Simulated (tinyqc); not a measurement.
Mass anisotropy: shallow donor in an anisotropic valley (effective-mass theory).

One valley: H = -c [(d2/dx2 + d2/dy2)/mt + (d2/dz2)/ml] - q/(eps r), c = hbar^2/2m0, q = e^2/(4 pi eps0). Trial function exp(-sqrt((x^2 + y^2)/a^2 + z^2/b^2)) with a > b: T = (c/3)(2/(mt a^2) + 1/(ml b^2)), V = -(q/eps) atan(u/b)/u, u = sqrt(a^2 - b^2). The central cell of the impurity is left out.

Constants: hbar^2/2m0 = 3.80998211 eV angstrom^2; e^2/(4 pi eps0) = 14.39964547 eV angstrom; Ry = 13.60569312 eV; a0 (Bohr radius) = 0.5291772105 angstrom.

Values chosen for the exercise (out of a larger set: near those of 3C SiC; not measured data):
```
symbol  value                                 unit  meaning
mt      0.253                                 m0    transverse mass
eps     9.7                                         dielectric constant
xs      (1.4, 2.1, 3, 4.1, 9.5, 30, 41, 220)        ratios ml/mt
```

mt and eps fixed, ml varied. Energies in units of Ry*(mt) = Ry mt/eps^2 and lengths in a*(mt) = a0 eps/mt; the last two columns use one mass, 3/(1/ml + 2/mt) or (ml mt^2)^(1/3).

Results:
```
ml/mt   a/a*    b/a  binding  conductivity mass  density-of-states mass
1.40   0.932  0.887    1.115              1.105                   1.119
2.10   0.862  0.768    1.259              1.212                   1.281
3.00   0.809  0.678    1.389              1.286                   1.442
4.10   0.768  0.608    1.506              1.337                   1.601
9.50   0.678  0.454    1.820              1.425                   2.118
30.0   0.594  0.305    2.230              1.475                   3.107
220    0.509  0.155    2.812              1.497                   6.037
```

Give the missing row, ml/mt = 41.0.

Computed row:
```
ml/mt   a/a*    b/a  binding  conductivity mass  density-of-states mass
41.0   0.576  0.274    2.333              1.482                   3.448
```

The binding grows from 1.11 to 2.81 Ry*(mt); for ml going to infinity the exact problem becomes two-dimensional, with 4 Ry*. The conductivity mass saturates at 1.5 and underbinds, by 11 % at ml/mt = 4.1; the density-of-states mass errs by +6 % there and by +115 % in the last row. With these mt and eps one unit is 36.58 meV.

Computed by tinyqc, a small Python program: `OMP_NUM_THREADS=1 python tinyqc.py 1252464 1252465 out.jsonl` (the numbers bound the seed that draws the inputs); one thread of a shared host (Intel(R) Xeon(R) Processor @ 2.30GHz), about 0.01 s for the whole set of steps.
